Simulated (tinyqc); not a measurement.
Three ways to the same curve: density of states of one tight-binding band on the simple cubic lattice.

E(k) = -2 t (c1 + c2 + c3) - 4 t2 (c1 c2 + c2 c3 + c3 c1) with ci = cos(2 pi ki); k in fractions of the reciprocal vectors, mesh k_i = j/N with j = 0 .. N-1. Densities are per cell and per spin, so the band holds one state.

Each cube of the mesh, corners numbered 0 to 7 as the binary number (i j l), is cut into six tetrahedra around the diagonal 0-7: 0137, 0157, 0237, 0267, 0457, 0467. For corner energies e1 <= e2 <= e3 <= e4 and eij = ei - ej, the share of the tetrahedron below E is n = (E - e1)^3/(e21 e31 e41) for e1 < E < e2; n = [e21^2 + 3 e21 x + 3 x^2 - (e31 + e42) x^3/(e32 e42)]/(e31 e41) with x = E - e2 for e2 < E < e3; n = 1 - (e4 - E)^3/(e41 e42 e43) for e3 < E < e4; its density of states is g = dn/dE.

Gaussian broadening: g(E) = mean over the mesh of exp(-(E - E_k)^2/(2 sigma^2))/(sigma sqrt(2 pi)), n(E) = mean of erfc((E_k - E)/(sigma sqrt 2))/2.

Parameters, chosen for this exercise: t = 0.84 eV (nearest hopping); t2 = 0 eV (second hopping); N2 = 8 (mesh points along each axis in this comparison); sigma = 0.42 eV (Gaussian width).

N = N2 here; the reference is the linear method with N = 36.

g(E) (1/eV):
```
E (eV)  reference  linear tetrahedra  Gaussian, sigma  Gaussian, sigma/4  reference n(E)
-4.123      0.036              0.034            0.038              0.073           0.021
-3.207      0.062              0.060            0.063              0.017           0.065
-1.374      0.172              0.185            0.172              0.097           0.265
-0.457      0.170              0.179            0.163              0.175           0.422
0.459       0.170              0.179            0.163              0.177           0.578
1.375       0.172              0.185            0.172              0.095           0.735
2.292       0.099              0.097            0.101              0.153           0.862
3.208       0.062              0.060            0.063              0.017           0.935
4.124       0.036              0.034            0.038              0.072           0.979
```

Give the missing row, E (eV) = -2.290.

Computed row:
```
E (eV)  reference  linear tetrahedra  Gaussian, sigma  Gaussian, sigma/4  reference n(E)
-2.290      0.099              0.098            0.101              0.151           0.138
```

Root-mean-square errors against the reference: 0.0072 for linear tetrahedra, 0.0036 for sigma and 0.0489 for sigma/4. The narrow Gaussian is worse than the wide one, because it resolves the separate mesh levels. The reference is highest at -1.374 and 1.375 eV of the energies listed, and half filling lies between -0.457 and 0.459 eV.

tinyqc: `OMP_NUM_THREADS=1 python tinyqc.py 1650793 1650794 out.jsonl`; about 0.2 s, one thread, shared Intel(R) Xeon(R) Processor @ 2.30GHz.
